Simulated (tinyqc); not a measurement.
Inputs raised by 2 %, one at a time: electron-beam lithography: double-Gaussian proximity function, edge placement and dose correction for parallel lines. Computed by tinyqc, a small Python program. Command: `OMP_NUM_THREADS=1 python tinyqc.py 3110366 3110367 out.jsonl proximity sens`. One thread of a shared host (Intel(R) Xeon(R) Processor @ 2.30GHz), about 0.02 s of CPU time with the checks.

Lines are infinitely long. Absorbed energy is counted so that the middle of a very large area written at dose 1 receives 1; the resist develops where it exceeds 1/2.

Inputs (values chosen for the exercise, of the order of those for 10 keV electrons in resist on silicon):

| quantity | value | unit |
|---|---|---|
| forward range alpha | 0.014 | micrometre |
| backscatter ratio eta | 0.53 | - |
| base dose D0 | 47 | microcoulomb/cm^2 |
| beam current | 0.24 | nA |
| pixel size | 5 | nm |
| width of the test line | 0.057 | micrometre |
| pattern density around the test line | 0.36 | - |

Constants: e = 1.602176634e-19 C.

Method. A test line of width w << beta in surroundings of density rho, all at dose d: near its edge E(x) = d [S + eta rho]/(1 + eta), S = [erf((b - x)/alpha) - erf((a - x)/alpha)]/2 for edges a and b, the second term being the background energy. Dose to size d_s = (1 + eta)/(erf(w/alpha) + 2 eta rho), dose = d_s D0; edge slope d [1 - exp(-w^2/alpha^2)]/(sqrt(pi) alpha (1 + eta)); width change per 1 % of dose = 2 x 0.01 x (1/2)/slope. With dose = d_s D0: electrons per pixel N = dose x pixel area/e; relative noise 1/sqrt(N); time per cm^2 of pattern area = dose x density/current; pixel rate = current/(dose x pixel area).

Runs:

| input moved | from | to | dose to size d_s | width change per 1 % of dose (nm) | writing time per cm^2 (h) | shot noise (%) |
|---|---|---|---|---|---|---|
| base run | - | - | 1.1074 | 0.34284 | 21.687 | 11.096 |
| forward range alpha (micrometre) | 0.014 | 0.01428 | 1.1074 | 0.34969 | 21.687 | 11.096 |
| backscatter ratio eta | 0.53 | 0.5406 | 1.1090 | 0.34473 | 21.717 | 11.089 |
| width of the test line (micrometre) | 0.057 | 0.05814 | 1.1074 | 0.34284 | 21.687 | 11.096 |
| pattern density around the test line | 0.36 | 0.3672 | 1.1013 | 0.34473 | 21.999 | 11.127 |
| base dose D0 (microcoulomb/cm^2) | 47 | 47.94 | 1.1074 | 0.34284 | 22.121 | 10.987 |
| beam current (nA) | 0.24 | 0.2448 | 1.1074 | 0.34284 | 21.262 | 11.096 |
| pixel size (nm) | 5 | 5.1 | 1.1074 | 0.34284 | 21.687 | 10.879 |

Exponents ln(y'/y) / ln(x'/x):

| input | dose to size d_s | width change per 1 % of dose | writing time per cm^2 | shot noise |
|---|---|---|---|---|
| forward range alpha | 0.000 | 1.000 | 0.000 | 0.000 |
| backscatter ratio eta | 0.070 | 0.278 | 0.070 | -0.035 |
| width of the test line | 0.000 | 0.000 | 0.000 | 0.000 |
| pattern density around the test line | -0.278 | 0.278 | 0.722 | 0.139 |
| base dose D0 | 0.000 | 0.000 | 1.000 | -0.500 |
| beam current | 0.000 | 0.000 | -1.000 | 0.000 |
| pixel size | 0.000 | 0.000 | 0.000 | -1.000 |

To which inputs is each result most sensitive?

Among the inputs moved here: dose to size d_s answers most in size to pattern density around the test line (exponent -0.278), next to backscatter ratio eta (+0.070); its exponent is below 0.0005 for forward range alpha, width of the test line, base dose D0, beam current, pixel size. Width change per 1 % of dose answers most in size to forward range alpha (exponent +1.000), next to backscatter ratio eta (+0.278); its exponent is below 0.0005 for width of the test line, base dose D0, beam current, pixel size. Its exponent +1.000 in forward range alpha: the edge slope goes as 1/alpha. Writing time per cm^2 answers most in size to beam current (exponent -1.000), and about equally to base dose D0 (+1.000); its exponent is below 0.0005 for forward range alpha, width of the test line, pixel size. Shot noise answers most in size to pixel size (exponent -1.000), next to base dose D0 (-0.500); its exponent is below 0.0005 for forward range alpha, width of the test line, beam current.
